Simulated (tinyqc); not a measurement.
Reflectance at normal incidence against thickness.

Normal incidence on air, film (n1) and substrate (N2 = n2 - i k2): r01 = (1 - n1)/(1 + n1), r12 = (n1 - N2)/(n1 + N2), amplitude (r01 + r12 X)/(1 + r01 r12 X), X = exp(-4 pi i n1 d/lam), R its squared modulus, phase from 0 to 360 degrees.

Parameters, values chosen for the exercise: wavelength lam = 405 nm; index of the transparent film n1 = 1.448; index of the substrate n2 = 5.42; extinction coefficient of the substrate k2 = 0.329.

Reflectance at normal incidence against thickness:

| d (nm) | R (%) | phase of the reflected amplitude (degrees) |
|---|---|---|
| 0 | 47.54 | 178.7 |
| 18 | 44.31 | 146.9 |
| 35 | 36.05 | 111.7 |
| 52 | 25.29 | 64.59 |
| 70 | 19.70 | 356.5 |
| 88 | 26.30 | 289.9 |
| 105 | 37.06 | 244.4 |
| 122 | 44.86 | 209.9 |
| 140 | 47.53 | 178.4 |

R goes from 47.5 through a minimum of 19.7 (at d = 70 nm among the rows listed) to 47.5 %. At a quarter wave, d = 69.9 nm, R = 19.7 %; for a transparent substrate it would vanish for n1 = sqrt(n2) = 2.33.

tinyqc, about 0.5 s, one thread, Intel Xeon 2.30GHz (shared host): `OMP_NUM_THREADS=1 python tinyqc.py 2870128 2870129 out.jsonl`
